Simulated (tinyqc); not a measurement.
Gain spectrum: optical gain and spontaneous emission in a bulk direct-gap semiconductor.

Parabolic bands, vertical transitions, no excitons. For each hole band j: mr = me mj/(me + mj); joint density of states J_j(E) = (mr/c)^(3/2) sqrt(E - Eg)/(2 pi^2), both spins, c = hbar^2/2m0; averaged matrix element |e.p|^2 = m0 Ep/6; alpha_j(E) = 4 pi^2 alpha_f c Ep J_j/(3 nr E) in 1/angstrom (alpha_f the fine-structure constant, listed as alpha among the constants), times 1e8 for 1/cm.

F_j(eta) = (1/Gamma(j + 1)) integral_0^infinity x^j dx/(1 + exp(x - eta)), which tends to exp(eta) for eta << 0.

Quasi-Fermi levels: n = Nc F_1/2(Fc/kT) and p = Nv F_1/2(Fv/kT), Fc counted up from the conduction edge and Fv down from the valence edge; Nc, Nv from N = 2 (m kB T/(4 pi c))^(3/2) with c = hbar^2/2m0, in 1/angstrom^3; times 1e24 for 1/cm^3, with me and (mhh^(3/2) + mlh^(3/2))^(2/3).

For band j the electron sits at Ee = (E - Eg) mr/me above its edge and the hole at Eh = (E - Eg) mr/mj; fe = 1/(1 + exp((Ee - Fc)/kT)), fh = 1/(1 + exp((Eh - Fv)/kT)); gain g = sum_j alpha_j (fe + fh - 1).

Constants: hbar^2/2m0 = 3.80998211 eV angstrom^2; fine-structure constant alpha = 0.007297352564; kB = 8.617333262e-05 eV/K.

Values chosen for the exercise (near those of GaAs; the results hold for these values, not for the real material): Eg = 1.449 eV (direct gap); me = 0.0647 m0 (electron mass); mhh = 0.514 m0 (heavy-hole mass); mlh = 0.0851 m0 (light-hole mass); Ep = 26.1 eV (Kane energy); nr = 3.57 (refractive index); T = 300 K; n = 3.5e+18 1/cm^3 (injected density, n = p).

At the density n.

Spectrum:
```
E - Eg (eV),"alpha, empty (1/cm)","fe, heavy","fh, heavy",g (1/cm)
0.005,1845,0.991,0.282,496
0.010,2601,0.989,0.278,674
0.020,3653,0.985,0.269,875
0.030,4443,0.979,0.261,975
0.045,5387,0.965,0.249,1012
0.060,6159,0.942,0.237,936
0.100,7746,0.804,0.207,69
0.130,8664,0.595,0.186,-1479
0.170,9663,0.271,0.161,-4363
0.220,10663,0.062,0.134,-7421
```

Give the missing row, E - Eg (eV) = 0.080.

Computed row:
```
E - Eg (eV)  alpha, empty (1/cm)  fe, heavy  fh, heavy  g (1/cm)
0.080                       7019      0.891      0.221       645
```

Fc + Fv = 0.1018 eV

g is positive below E - Eg = 0.1018 eV; the largest value listed is 1012 1/cm at 0.045 eV. At 0.220 eV above the gap g is -0.70 times the absorption of the empty crystal, whose limit is -1.

Run: tinyqc, `OMP_NUM_THREADS=1 python tinyqc.py 1652787 1652788 out.jsonl`; Intel(R) Xeon(R) Processor @ 2.30GHz, one thread, shared host; about 0.09 s of CPU time with all checks.
